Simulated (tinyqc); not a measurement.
Raman shift of the zone-centre optical phonon of a diamond-structure crystal under stress: one step, computed by the program tinyqc. Command: `OMP_NUM_THREADS=1 python tinyqc.py 3006169 3006170 out.jsonl ramanstress walk`. One thread of a shared host (Intel(R) Xeon(R) Processor @ 2.30GHz), about 0.01 s of CPU time with the checks.

Axes x, y, z are the cube axes. Strain shifts the threefold optical mode and can split it; p, q and r are the phonon deformation potentials.

Problem. Heating mistaken for stress. A temperature above 300 K shifts the line by (d omega/dT)(T - 300 K); divided by the shift per stress it poses as a stress; the total shift adds it to the shift of the observed line. The anti-Stokes to Stokes ratio is [(omega_L + omega_0)/(omega_L - omega_0)]^3 exp(-h c omega_0/(k_B T)) in photon counts, omega_L = 1/wavelength, resonance effects left out.

Inputs (values chosen for the exercise, for a model crystal):
```
quantity,value,unit
unstrained frequency omega_0,343,1/cm
temperature coefficient d omega/dT,-0.024,1/(cm K)
local temperature T,400,K
laser wavelength,457.9,nm
```

Stress state: hydrostatic. Axis: none.

shift per stress = -2.584306 1/(cm GPa)

shift of the observed line = -0.8786642 1/cm

Constants: h = 6.62607015e-34 J s; c = 299792458 m/s; k_B = 1.380649e-23 J/K.

Give: thermal shift; apparent stress from heating; total shift; anti-Stokes/Stokes ratio.

Solution.

thermal shift = -2.4 1/cm

apparent stress from heating = 0.92868 GPa

total shift = -3.2787 1/cm

anti-Stokes/Stokes ratio = 0.31998

Caution: this stress has components normal to the (001) face, so it cannot reach a free (001) surface; it can act on buried material.
